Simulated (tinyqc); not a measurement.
# MOS inversion layer, Poisson-Schroedinger loop: effect of the temperature

Electrons confined at an insulator interface at z = 0, treated as a hard wall; parabolic valleys, Hartree approximation, no image or exchange terms. The depletion charge lies far deeper than the electrons and gives a uniform field q Nd/(eps0 eps_r); the gate balances all charge. Energies are counted from the band edge at the interface.

Schroedinger equation -(C/mz) psi'' + (V0 + U + dE for set B) psi = E psi, C = hbar^2/(2 m0), psi(0) = 0, on a uniform mesh of 800 nodes with a far wall at 59 nm, 8 levels a set; V0 = q Nd z/(eps0 eps_r); dU/dz = q (Ns - integral of n from 0 to z)/(eps0 eps_r), U(0) = 0; N_k = g md m0 q Vt/(pi hbar^2) ln(1 + exp((EF - E_k)/Vt)), g the number of valleys of the set, sum N_k = Ns. Triangular well: E_k = a_k (C F^2/mz)^(1/3), a_1 = 2.338107, a_2 = 4.087949, C = hbar^2/(2 m0), F in eV/nm. Fang-Howard (all electrons in the lowest level of set A): b^3 = 6 (mz1/C) q (Nd + 11 Ns/32)/(eps0 eps_r), centroid 3/b, level C b^2/(4 mz1) + (3/b) q (Nd + 11 Ns/16)/(eps0 eps_r). The centroid adds 3.9 z_av/eps_r to an oxide-equivalent thickness.

Inputs (values chosen for the exercise); masses and permittivity close to those of silicon (100):
```
symbol,value,unit,meaning
eps_r,11.9,,relative permittivity
mz1,0.931,m0,mass along z of valley set A (2 valley(s))
md1,0.187,m0,in-plane density-of-states mass of set A
mz2,0.189,m0,mass along z of valley set B (4 valley(s))
md2,0.423,m0,in-plane density-of-states mass of set B
Ns,7.5e11,cm^-2,sheet density of electrons
Nd,3.7e11,cm^-2,sheet density of depletion charge
dE,0.1,eV,extra shift of set B (strain)
```

Constants: q = 1.602176634e-19 C, kB = 1.380649e-23 J/K, hbar = 1.054571817e-34 J s, m0 = 9.1093837015e-31 kg, Vt = kB T/q, eps0 = 8.8541878128e-14 F/cm where lengths are in cm, hbar^2/(2 m0) = 0.0380998212 eV nm^2. Results are converted to the units shown.

The same in every row: Fang-Howard centroid (nm) = 2.68.

Results:
```
T (K)  A1 (meV)  B1 (meV)  EF (meV)  share of A1 (%)  share of set A (%)  centroid z_av (nm)  added oxide equivalent (nm)
20         47.6       170      52.3              100                 100                2.51                        0.824
50         47.7       170      50.7             99.1                 100                2.53                        0.830
77         47.8       171      47.7             95.5                 100                2.62                        0.857
120        48.1       172      40.9             87.3                 100                2.84                        0.932
300        49.2       176     -7.55             56.8                97.3                4.12                         1.35
400        49.7       178     -44.6             45.1                92.1                4.78                         1.57
500        50.2       179     -87.3             36.2                85.4                5.37                         1.76
```

Estimate the missing row, T = 200 K.

Computed row:
```
T (K)  A1 (meV)  B1 (meV)  EF (meV)  share of A1 (%)  share of set A (%)  centroid z_av (nm)  added oxide equivalent (nm)
200        48.6       174      22.7             72.0                99.7                3.40                         1.11
```

With this row back in the table: As T goes from 20 to 500, A1 rises from 47.6 to 50.2 meV, the share of A1 falls from 100 to 36.2 % and the centroid rises from 2.51 to 5.37 nm. EF lies more than 2 meV above A1 for T = 20, 50. The Fang-Howard centroid is 6.7 % above the full one in the first row, where A1 holds 100 %, and 50 % below it in the last, where A1 holds 36.2 %. For T = 300, 400, 500 the eighth level of a set still holds over 0.4 % of the electrons, so more levels and a farther wall would raise the centroid.

tinyqc, about 0.9 s, one thread, Intel Xeon 2.30GHz (shared host): `OMP_NUM_THREADS=1 python tinyqc.py 2160146 2160147 out.jsonl`
